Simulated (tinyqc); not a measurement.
Born-Mayer model of an ionic crystal AB: one step, computed by the program tinyqc.

Energies are per ion pair and r is the nearest distance of unlike ions.

Task: Bulk modulus. Madelung constant M, unlike neighbours z1, like neighbours z2 at f r, volume per pair: rock salt 1.747565, 6, 12, sqrt2, 2 r^3; caesium chloride 1.762675, 8, 6, 2/sqrt3, 8 r^3/(3 sqrt3); zinc blende 1.638055, 4, 12, sqrt(8/3), 16 r^3/(3 sqrt3). U(r) = -M z^2 e^2/(4 pi eps_0 r) + z1 lambda exp(-r/rho). B = U''(r0)/(9 c r0), with the volume written as c r^3.

Inputs (values chosen for the exercise, for a model salt): ionic charge z = 1; unlike repulsion lambda = 2720 eV; range rho = 0.304 angstrom.

Structure: zinc blende. Short range: nearest neighbours only.

equilibrium distance r0 = 2.867119 angstrom

Constants: e^2/(4 pi eps_0) = 14.39964548 eV angstrom; 1 eV/angstrom^3 = 160.2176634 GPa.

Give: U''(r0); bulk modulus B.

Result:

U''(r0) = 7.437 eV/angstrom^2

bulk modulus B = 15.00 GPa
